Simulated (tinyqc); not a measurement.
# MOSFET in the linear regime without short-channel effects, parameter extraction from computed curves: what changes with what

Inversion charge Q = Cox n Vt W0(exp((Vg - VT)/(n Vt))), W0 the Lambert function and n = nf; u = Q/Cox; mobility mu = mu0/(1 + th1 u + th2 u^2); channel resistance Rch = (L - dL)/(W mu Q); Id = Vd/(Rch + Rsd/W). Cox = eps0 eox/tox. Small Vd, no channel-length or drain effects.

Inputs (values chosen for the exercise); channel values of the order met in silicon transistors: temperature T = 200 K; relative permittivity of the gate insulator (close to silicon nitride) eox = 7.35; insulator thickness tox = 2.3 nm; low-field mobility mu0 = 140 cm^2/(V s); first mobility attenuation factor th1 = 0.23 1/V; second mobility attenuation factor th2 = 0 1/V^2; threshold voltage VT = 0.39 V; body factor nf = 1.13; gate width W = 1 um; drawn gate length L = 0.38 um; drawn less effective length dL = 0.005 um; source plus drain resistance Rsd = 380 ohm um; drain voltage Vd = 0.02 V.

Constants: q = 1.602176634e-19 C, kB = 1.380649e-23 J/K, Vt = kB T/q, eps0 = 8.8541878128e-14 F/cm where lengths are in cm. Results are converted to the units shown.

Each table varies one quantity; the others keep the values above.

## Extraction methods against the first mobility attenuation factor

From the continuous curve Id(Vg): tangent at peak gm (V_ext = Vg - Id/gm); constant current Id = 0.1 uA W/L; peak of d2Id/dVg2; Y = Id/sqrt(gm) drawn through Vg = VT + 0.6 and VT + 0.8 V, with intercept VT_Y and slope s. Mobilities gm,max L/(W Cox Vd) and s^2 L/(W Cox Vd) with the drawn L. Last column: share of Rsd/W in the total resistance at VT + 0.8 V.

Extraction methods against the first mobility attenuation factor:
columns A: th1 (1/V); B: V_ext (V); C: constant current (V); D: second derivative (V); E: VT_Y (V); F: mobility from gm (cm^2/(V s)); G: mobility from Y (cm^2/(V s)); H: series share (%)
```
A        B      C      D      E     F    G     H
0    0.400  0.394  0.386  0.428   112  133  22.6
0.2  0.396  0.394  0.385  0.428   106  133  20.4
0.4  0.393  0.394  0.385  0.428   102  133  18.5
0.6  0.390  0.394  0.384  0.428  98.2  133  16.9
0.8  0.389  0.394  0.384  0.428  95.0  133  15.6
1    0.387  0.394  0.383  0.428  92.3  133  14.5
1.2  0.385  0.394  0.383  0.428  89.8  133  13.5
```

What does the comparison show?

The model has VT = 0.39 V and mu0 = 140 cm^2/(V s). Over the table the extracted thresholds move by 15 mV (tangent), under 0.5 mV (constant current), 3.0 mV (second derivative), under 0.5 mV (Y function). The mobility from gm falls from 112 to 89.8 and that from Y stays near 133 cm^2/(V s).

## Extraction methods against the second mobility attenuation factor

Same model as above.

Extraction methods against the second mobility attenuation factor:
columns A: th2 (1/V^2); B: V_ext (V); C: constant current (V); D: second derivative (V); E: VT_Y (V); F: mobility from gm (cm^2/(V s)); G: mobility from Y (cm^2/(V s)); H: series share (%)
```
A         B      C      D      E    F    G     H
0     0.395  0.394  0.385  0.428  105  133  20.0
0.06  0.395  0.394  0.385  0.444  105  144  19.6
0.12  0.395  0.394  0.385  0.460  105  155  19.2
0.18  0.395  0.394  0.385  0.475  105  168  18.8
0.24  0.394  0.394  0.385  0.491  105  182  18.4
0.3   0.394  0.394  0.385  0.507  104  198  18.1
0.36  0.394  0.394  0.385  0.523  104  215  17.7
```

The model has VT = 0.39 V and mu0 = 140 cm^2/(V s). Over the table the extracted thresholds move by 1.3 mV (tangent), under 0.5 mV (constant current), under 0.5 mV (second derivative), 95 mV (Y function). The mobility from gm falls from 105 to 104 and that from Y rises from 133 to 215 cm^2/(V s).

Numbers from tinyqc (`OMP_NUM_THREADS=1 python tinyqc.py 2210152 2210153 out.jsonl`; about 0.01 s on one thread of a shared Intel Xeon 2.30GHz).
